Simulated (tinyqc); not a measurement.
Inside a calculation. Model: MOS capacitor on a p-type substrate, surface potential from the exact charge relation.

Numbers from tinyqc (`OMP_NUM_THREADS=1 python tinyqc.py 2060039 2060040 out.jsonl`; about 0.01 s on one thread of a shared Intel Xeon 2.30GHz). Printed values are rounded.

Uniform p-type substrate, Boltzmann statistics, full ionisation, classical densities. psi is the surface potential against the body (positive when the bands bend down) and u = psi/Vt. Traps are spread evenly over the gap and neutral at flat band, so their charge is -q Dit psi; the minority quasi-Fermi level is shifted by Vb.

Parameters, values chosen for the exercise; band and dielectric values close to those of silicon:

| symbol | value | unit | meaning |
|---|---|---|---|
| T | 400 | K | temperature |
| Eg | 1.14 | eV | band gap |
| eps_r | 11.7 |  | relative permittivity |
| Nc | 4.3e19 | cm^-3 | conduction-band density of states at T |
| Nv | 4.11e19 | cm^-3 | valence-band density of states at T |
| chi | 4.07 | eV | electron affinity |
| N | 2.1e17 | cm^-3 | acceptor density of the substrate |
| eox | 3.9 |  | relative permittivity of the gate insulator (close to silicon dioxide) |
| tox | 1.5 | nm | insulator thickness |
| phiM | 4.84 | eV | gate work function |
| Nf | 0 | cm^-2 | fixed charge at the interface, in units of q |
| Dit | 3.7e12 | cm^-2 eV^-1 | density of interface traps |
| Vb | 0 | V | reverse bias of the inversion layer against the body |
| Vg | 0.76 | V | gate voltage against the body |

Constants: q = 1.602176634e-19 C, kB = 1.380649e-23 J/K, Vt = kB T/q, eps0 = 8.8541878128e-14 F/cm where lengths are in cm. Results are converted to the units shown.

## Flat band, threshold and scales

ni = sqrt(Nc Nv) exp(-Eg/(2 Vt)), Eg in volts; phiF = Vt ln(N/ni); Cox = eps0 eox/tox; Vfb = phiM - chi - (Eg - Vt ln(Nv/N)) - q Nf/Cox; Q0 = sqrt(2 eps0 eps_r q N Vt); r = (ni/N)^2 exp(-Vb/Vt); VT = Vfb + [(2 phiF + Vb)(1 + q Dit/Cox) + sqrt(2 eps0 eps_r q N (2 phiF + Vb))/Cox].

ni = 2.766758e12 cm^-3
phiF = 0.3873383 V
Cox = 2.302089 uF/cm^2
Vfb = -0.1881172 V
Q0 = 49.01890 nC/cm^2
r = 1.735817e-10
VT = 0.8869897 V

## Starting value

psi = Vg - Vfb, limited to the range from -4 Vt to +(2 phiF + Vb + 4 Vt).

psi at the start = 0.9125540 V

## Iteration 1: Newton step for the surface potential

u = psi/Vt; F^2 = exp(-u) + u - 1 + r (exp(u) - u - 1); Qs = -sign(u) Q0 F; Cs = -dQs/dpsi = (Q0/Vt) |1 - exp(-u) + r (exp(u) - 1)|/(2 F). f = Vfb + psi + (q Dit psi - Qs)/Cox - Vg, f' = 1 + (Cs + q Dit)/Cox, psi(new) = psi - f/f'.

u = 26.47437
F = 8.948325
Qs = -438.6371 nC/cm^2
Cs = 4.417935 uF/cm^2
f = 0.3899651 V
f' = 3.176606
psi after iteration 1 = 0.7897924 V

## Iteration 2: Newton step for the surface potential

As before.

u = 22.91290
F = 4.843896
Qs = -237.4424 nC/cm^2
Cs = 0.3743848 uF/cm^2
f = 0.1481949 V
f' = 1.420136
psi after iteration 2 = 0.6854398 V

## Iteration 3: Newton step for the surface potential

As before.

u = 19.88550
F = 4.354377
Qs = -213.4468 nC/cm^2
Cs = 0.1755599 uF/cm^2
f = 0.006547266 V
f' = 1.333769
psi after iteration 3 = 0.6805309 V

## Course of the Newton iteration

Stop when the step is below 1e-10 V, or after 60 iterations.

Course of the iteration:
```
iteration	psi before the step (V)	f (V)	step (V)
1	0.9125540	0.390	-0.123
2	0.7897924	0.148	-0.104
3	0.6854398	6.55e-3	-4.91e-3
4	0.6805309	1.03e-6	-7.69e-7
5	0.6805302	< 1e-13	-1.61e-14
```

Converged in 5 iterations.

## Charges, field and capacitances at the solution

converged psi = 0.6805302 V

u = psi/Vt; F^2 = exp(-u) + u - 1 + r (exp(u) - u - 1); Qs = -sign(u) Q0 F; Cs = -dQs/dpsi = (Q0/Vt) |1 - exp(-u) + r (exp(u) - 1)|/(2 F). Low frequency: 1/C_LF = 1/Cox + 1/(Cs + q Dit). High frequency, in the simple estimate in which traps and minority carriers do not follow: 1/C_HF = 1/Cox + 1/Cd, Cd being Cs with r = 0 at the same psi. Minority sheet density N_inv = (Q0/(2 q)) int_0^u r (exp(t) - 1)/F(t) dt for u > 0. Oxide field |Qs - q Dit psi + q Nf|/(eps0 eox).

Qs = -212.5872 nC/cm^2
N_inv = 2.366540e9 cm^-2
oxide field = 1.783914 MV/cm
Cs = 0.1746350 uF/cm^2
C_LF/Cox = 0.2500189
C_HF/Cox = 0.06659312

The surface is in weak inversion (borders at |psi| = 0, phiF + Vb and 2 phiF + Vb = 0.775 V). Minority carriers make up 0.178 % of Qs.
